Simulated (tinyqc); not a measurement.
Cooling rate: nucleation and growth of vacancy voids in a cooling silicon-like crystal. Computed by tinyqc, a small Python program. Command: `OMP_NUM_THREADS=1 python tinyqc.py 3022053 3022054 out.jsonl voids walk`. One thread of a shared host (Intel(R) Xeon(R) Processor @ 2.30GHz), about 0.5 s of CPU time with the checks.

Spherical voids; vacancies are lost only to voids.

Inputs (values chosen for the exercise, for a model crystal):
```
quantity                                    value    unit
vacancy density at the melting point C_m  6.4e+14  1/cm^3
formation energy E_f                         3.78      eV
melting point T_m                            1685       K
diffusion prefactor D0                     0.0015  cm^2/s
migration energy E_m                         0.47      eV
site density rho                            5e+22  1/cm^3
void surface energy gamma                   0.982   J/m^2
cooling rate q                                 13   K/min
vacancy excess C0                         4.1e+13  1/cm^3
temperature step                              0.2       K
```

Vacancy supply: given.

Constants: k_B = 8.617333262e-05 eV/K; k_B = 1.380649e-23 J/K.

Method:
- C = C0 as given.
- C_e = C_m exp[-(E_f/k_B)(1/T - 1/T_m)]; D = D0 exp(-E_m/(k_B T)); f = k_B T ln(C/C_e); r* = 2 gamma/(rho f); W* = 16 pi gamma^3/(3 rho^2 f^2); Z = f/sqrt(12 pi W* k_B T); I = rho Z (4 pi r* D C) exp(-W*/(k_B T)).
- March down from 1500 K in steps dT, dt = dT/q, with values at the upper end of each step: a class of I dt voids is born with r*; then all classes grow by r^2 += 2 D (C - C_e) dt/rho; C falls by the vacancies added to voids. Stop at 1150 K. T_n is the T of the largest I, N the final count (classes under 1e-6 /cm^3 are dropped), and the mean radius the number average.

initial excess C = 4.10e+13 1/cm^3

At fixed C:
```
q (K/min)  T_n (K)  N (1/cm^3)  mean radius (nm)
1.3         1306.6  1.2613e+06            53.204
3.2         1301.0  4.8179e+06            34.002
6.5         1296.2  1.3830e+07            23.904
13.0        1291.2  3.8794e+07            16.934
26.0        1286.0  1.0879e+08            11.996
52.0        1280.4  3.0481e+08             8.499
130.0       1272.4  1.1864e+09             5.394
```

What does the comparison show, and why?

Over the rows N goes as q^1.49 and the radius as q^-0.50, near the 3/2 and -1/2 of the scaling argument (depletion time 1/(4 pi N r D) equal to the time in the nucleation range, at fixed N r^3). T_n drops only 34 K for a factor 100 in q. Fast cooling gives many small voids, which an anneal can dissolve.

Extremes, crossings and ranges named in words are read from the listed rows.
